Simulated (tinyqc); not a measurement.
Thinning the film: dielectric confinement in a thin film (image charges).

A film |z| < t/2 of dielectric constant eps between half-spaces of dielectric constant e2; lam = (eps - e2)/(eps + e2), q = e^2/(4 pi eps0). The self-energy of a band edge is taken with the high-frequency value, e2 = eh, and the field of a fixed ion with the static one, e2 = eo. A charge at z has images lam^|n| at n t + (-1)^n z. Its self-energy is S(z) = (q/2 eps) sum over n >= 1 of lam^n [1/(n t - 2z) + 1/(n t + 2z)] for odd n and 2 lam^n/(n t) for even n; at the centre S(0) = -(q/(eps t)) ln(1 - lam).

Donor at the centre, lam from the static eo, trial function cos(pi z/t) exp(-rho/l): E(l) = c/(m l^2) - (q/eps) times the integral over k of F(k t) (1 + (k l/2)^2)^(-3/2), with F(x) = F0 + 2 lam exp(-x) G/(1 - lam exp(-x)), F0 = 2[(1 - exp(-x/2))/x + x (1 + exp(-x/2))/(x^2 + 4 pi^2)], G = 2 sinh(x/2)[1/x - x/(x^2 + 4 pi^2)]; c = hbar^2/2m0. The binding energy is -E at the minimum, counted from the subband edge with its self-energy.

Constants: e^2/(4 pi eps0) = 14.39964547 eV angstrom; hbar^2/2m0 = 3.80998211 eV angstrom^2; Ry = 13.60569312 eV.

Values chosen for the exercise (near those of a Si (100) film, two-fold valleys, in vacuum; not measured data):
- eps = 11.4 (dielectric constant of the film)
- eh = 1 (high-frequency dielectric constant outside)
- eo = 1 (static dielectric constant outside)
- m = 0.186 m0 (mass in the plane)
- mz = 0.94 m0 (mass across the film)
- ts = (12, 18, 26, 38, 55, 80, 120) angstrom (thicknesses)

<S> is the mean over (2/t) cos^2(pi z/t); confinement c (pi/t)^2/mz; donor binding with and without images.

Results:
```
t (angstrom)  <S> (meV)  confinement (meV)  binding, no images (meV)  binding (meV)  l (angstrom)
12                211.7              277.8                      58.7          360.5          14.3
18                141.2              123.5                      53.5          268.2          17.0
26                 97.7               59.2                      48.3          204.2          19.9
38                 66.9               27.7                      42.6          153.6          23.3
55                 46.2               13.2                      37.1          116.1          27.2
80                 31.8                6.3                      31.6           87.2          31.7
120                21.2                2.8                      26.1           63.8          37.6
```

What does the comparison show, and why?

Between 120 and 12 angstrom the binding goes from 63.8 to 360.5 meV; quantum confinement alone would take it from 26.1 to 58.7, so the images supply +37.7 and +301.9 meV. |<S>| goes as 1/t and exceeds the confinement energy beyond 16 angstrom. For t well above a* = 32 angstrom the separable trial function underbinds, which affects the last rows.

Program tinyqc; command `OMP_NUM_THREADS=1 python tinyqc.py 1280290 1280291 out.jsonl`; about 0.04 s on one thread of a shared Intel(R) Xeon(R) Processor @ 2.30GHz.
